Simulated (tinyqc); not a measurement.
# Worked calculation: stacked nanosheet transistor, parasitic resistance, capacitance and delay

Program tinyqc, `OMP_NUM_THREADS=1 python tinyqc.py 2170128 2170129 out.jsonl`; Intel Xeon 2.30GHz, shared host, one thread, about 0.1 s. Printed values are rounded.

Ns sheets share one contact on top; each has perimeter p = 2 (Ws + ts) and cross-section A = Ws ts; contact width Wc = Ws + 10 nm, stack height Hs = Ns pv. Sheet 1 is the top one. Contact length Lc = CPP - Lg - 2 Lsp, shared by two neighbouring gates. Source and drain sides are equal. The formulas are first-order estimates, not field solutions.

Values chosen for this exercise; values close to those of silicon logic devices: temperature T = 300 K; number of sheets Ns = 5; sheet width Ws = 12 nm; sheet thickness ts = 7 nm; vertical pitch of the sheets pv = 18 nm; vertical resistance between sheet levels rv = 203 ohm; contacted gate pitch CPP = 54 nm; gate length Lg = 16 nm; spacer length Lsp = 4 nm; relative permittivity of the spacer ks = 3.3; gate height above the channel stack Hc = 30 nm; contact resistivity rc = 1e-9 ohm cm^2; resistivity of the source-drain epitaxy re = 0.00079 ohm cm; current-carrying depth of the epitaxy te = 30 nm; resistivity of the extension rx = 0.00055 ohm cm; gate overlap Lov = 0.5 nm; inversion capacitance Cinv = 2.3 uF/cm^2; injection velocity vx = 1.3e7 cm/s; apparent mobility mu = 160 cm^2/(V s); threshold at zero drain voltage VT = 0.24 V; barrier lowering dl = 0.067 V/V; subthreshold factor n = 1.21; wire load Cw = 0.27 fF; supply voltage Vdd = 0.65 V.

Constants: q = 1.602176634e-19 C, kB = 1.380649e-23 J/K, eps0 = 8.8541878128e-12 F/m, Vt = kB T/q. Results are converted to the units shown.

## Geometry and resistances

Epitaxy sheet resistance Rsh = re/te, transfer length LT = sqrt(rc/Rsh), contact Rc = [sqrt(rc Rsh)/Wc] coth(Lc/(2 LT)); extension of one sheet Rx = rx Lsp/A. Effective width N p; for equal currents and rv = 0 one side has Rc + Rx/N.

Lc = 30 nm
effective width = 190 nm
Rsh = 263.333 ohm
LT = 19.4871 nm
Rc = 360.641 ohm
Rx = 261.905 ohm
one side times effective width = 78.4741 ohm um

Lc/2 is 0.77 transfer lengths, and Rc is 19 % above the area limit rc/(Wc Lc/2). The contact makes up 87.3 % of one side.

## Capacitances

With N sheets: gate Cg = Cinv p N Lg; per side, plate Cp = ks eps0 [Wc (Hs + Hc) - N A]/Lsp, top fringe Cf = (2/pi) ks eps0 Wc ln(1 + Lg/(2 Lsp)), overlap Co = Cinv p N Lov. Cs = Cp + Cf + Co. An inverter of two such devices driving an equal one has the load CL = 2 (Cg + 2 Cs) + 4 Cs + Cw (its own drains counted twice for the Miller effect).

Cg = 69.92 aF
Cp = 16.2164 aF
Cf = 0.449583 aF
Co = 2.185 aF
CL = 560.648 aF

The channel capacitance gives 24.9 % of CL, the parasitic parts 26.9 % and the wire 48.2 %.

## Iteration 1: sheet currents at Vgs = Vdd, Vds = Vdd/2

I at the start (uA): sheet 1 0, sheet 2 0, sheet 3 0, sheet 4 0, sheet 5 0

One sheet: I = p Q vx u/(1 + |u|^1.8)^(1/1.8), Q = Cinv n Vt ln(1 + exp((Vg' - VT + dl Vd')/(n Vt))), u = Vd' mu/(vx Lg), Vg' = Vgs - v, Vd' = Vds - 2 v, with the drop on each side v_j = Rc sum I + rv (sum over levels k = 2..j of the current of sheets k..Ns) + Rx I_j. I(new) = I + 0.5 (I(out) - I).

drop v (mV): sheet 1 0, sheet 2 0, sheet 3 0, sheet 4 0, sheet 5 0
I(out) (uA): sheet 1 44.4939, sheet 2 44.4939, sheet 3 44.4939, sheet 4 44.4939, sheet 5 44.4939
I after iteration 1 (uA): sheet 1 22.2469, sheet 2 22.2469, sheet 3 22.2469, sheet 4 22.2469, sheet 5 22.2469

## Iteration 2: sheet currents at Vgs = Vdd, Vds = Vdd/2

As before.

drop v (mV): sheet 1 45.9423, sheet 2 64.0068, sheet 3 77.5552, sheet 4 86.5875, sheet 5 91.1036
I(out) (uA): sheet 1 36.5214, sheet 2 32.9071, sheet 3 29.9045, sheet 4 27.7190, sheet 5 26.5599
I after iteration 2 (uA): sheet 1 29.3841, sheet 2 27.5770, sheet 3 26.0757, sheet 4 24.9830, sheet 5 24.4034

## Course of the iteration: sheet currents at Vgs = Vdd, Vds = Vdd/2

Stop when the largest change of I is below 1e-6 uA, or after 80 iterations.

Course of the iteration:
```
iteration  total I (uA)  largest |change| of one entry (uA)
1               111.235                                22.2
2               132.423                                7.14
3               135.263                                2.64
4               136.153                                1.15
5               136.533                               0.511
6               136.698                               0.228
7               136.770                               0.102
8               136.801                              0.0456
9               136.815                              0.0204
...                 ...                                 ...
14              136.825                             3.76e-4
15              136.825                             1.70e-4
16              136.825                             7.67e-5
17              136.825                             3.47e-5
18              136.825                             1.57e-5
19              136.825                             7.13e-6
20              136.825                             3.24e-6
21              136.825                             1.47e-6
22              136.825                             6.68e-7
```

Converged in 22 iterations. At the end each change is about 0.45 times the one before: linear convergence. The bottom sheet carries 66.5 % of the current of the top one.

## Effective current, delay and energy

IH = I(Vdd, Vdd/2) = 136.825 uA
IL = I(Vdd/2, Vdd), solved likewise = 50.9637 uA

Ieff = (IH + IL)/2, delay CL Vdd/(2 Ieff), energy CL Vdd^2, with CL the load of an inverter that drives an equal one.

Ieff = 93.8945 uA
delay = 1.94059 ps
energy = 236.874 aJ

Without any series resistance Ieff would be 147 uA, so the resistances cost 36.0 %.
